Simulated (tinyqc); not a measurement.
# A six-terminal Hall bar with edge channels and a constriction, Landauer-Buettiker equations: effect of the constriction

Contacts 1 (source) and 4 (drain) end the bar; 2 and 3 lie on the upper edge, 6 and 5 on the lower edge, with a constriction between 2 and 3 (and between 6 and 5). Carriers run 1 to 2 to 3 to 4 to 5 to 6 to 1 in M channels. The constriction passes Tc from 2 to 3 and from 5 to 6, and turns M - Tc from 2 to 6 and from 5 to 3. Signs are those of positive carriers; V4 = 0.

I_i = (q^2/h) [M V_i - sum_j T_ij V_j], with I_1 = I, V_4 = 0 and no current at 2, 3, 5, 6. R(a,b) = (V_a - V_b)/I.

Inputs (values chosen for the exercise):
- M = 4 (edge channels, spin counted singly)
- I = 2 nA (current from contact 1 to contact 4)

Constants: q = 1.602176634e-19 C, h = 6.62607015e-34 J s. Results are converted to the units shown.

The same in every row: R(2,6) (kohm) = 6.453.

Result of one run:
```
R(1,4) (kohm)  R(2,3) (kohm)  R(2,5) (kohm)  R(3,6) (kohm)
25.81                  19.36          25.81         -12.91
```

Which summed transmission of the constriction Tc gave this result: 1, 2.5, 3, 3.5 or 4?

Tc = 1.

The whole series:
```
Tc   R(1,4) (kohm)  R(2,3) (kohm)  R(2,5) (kohm)  R(3,6) (kohm)
0.5          51.63          45.17          51.63         -38.72
1            25.81          19.36          25.81         -12.91
1.5          17.21          10.76          17.21         -4.302
2            12.91          6.453          12.91              0
2.5          10.33          3.872          10.33          2.581
3            8.604          2.151          8.604          4.302
3.5          7.375         0.9219          7.375          5.531
4            6.453              0          6.453          6.453
```

The Hall resistance R(2,6) stays at 6.4532 kohm = (h/q^2)/4, whatever the constriction does. The longitudinal R(2,3) falls from 45.2 to 0 kohm and vanishes without back-scattering, while the two-terminal R(1,4) falls only to 6.4532 kohm. R(3,6) changes sign at Tc = M/2 = 2.

Computed by the program tinyqc: `OMP_NUM_THREADS=1 python tinyqc.py 2700002 2700003 out.jsonl`, one thread of a shared Intel Xeon 2.30GHz, about 0.01 s for the whole run.
